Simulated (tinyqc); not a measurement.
What each parameter does: two-dimensional electron gas with Rashba and Dresselhaus coupling.

H = c k^2/m + al (ky sx - kx sy) + b1 (kx sx - ky sy) + gam kx ky (kx sy - ky sx), s the Pauli matrices, x = [100], c = hbar^2/2m0, b1 = gam (pi/L)^2 (hard walls). H = c k^2/m + B.s, so E = c k^2/m -/+ |B| and the lower state has its spin along -B.

Constants: hbar^2/2m0 = 3.80998211 eV angstrom^2.

Parameters, chosen for this exercise (of the size met in GaN; not measured data):
- m = 0.2313 m0 (mass)
- al = 0.0057 eV angstrom (Rashba constant)
- gam = 0 eV angstrom^3 (bulk Dresselhaus constant)
- L = 249 angstrom (width of the (001) well)
- n = 3.8 1e11/cm^2 (sheet density (one subband filled))

Splittings 2|B| at k0 = sqrt(2 pi n) along [100], [110] and [-110], and E0 = c k0^2/m; 1e11/cm^2 = 1e-5/angstrom^2.

Results for these values:
```
case  [100] (meV)  [110] (meV)  [-110] (meV)  E0 (meV)
base       0.1762       0.1762        0.1762      3.93
```

What happens to each result for al = 0.00684 eV angstrom, all else kept?

Answer: [100] rises from 0.1762 to 0.2114; [110] rises from 0.1762 to 0.2114; [-110] rises from 0.1762 to 0.2114; E0 does not change at the printed digits.

The same for each parameter in turn:
```
case                      [100] (meV)  [110] (meV)  [-110] (meV)  E0 (meV)
base                           0.1762       0.1762        0.1762      3.93
m = 0.25443 m0                 0.1762       0.1762        0.1762      3.58
al = 0.00684 eV angstrom       0.2114       0.2114        0.2114      3.93
gam = 3 eV angstrom^3          0.1768       0.1798        0.1725      3.93
L = 269 angstrom               0.1762       0.1762        0.1762      3.93
n = 5.7 1e11/cm^2              0.2157       0.2157        0.2157      5.90
```

Computed by tinyqc, a small Python program: `OMP_NUM_THREADS=1 python tinyqc.py 1450930 1450931 out.jsonl` (the numbers bound the seed that draws the inputs); one thread of a shared host (Intel(R) Xeon(R) Processor @ 2.30GHz), about 0.01 s for the whole set of steps.
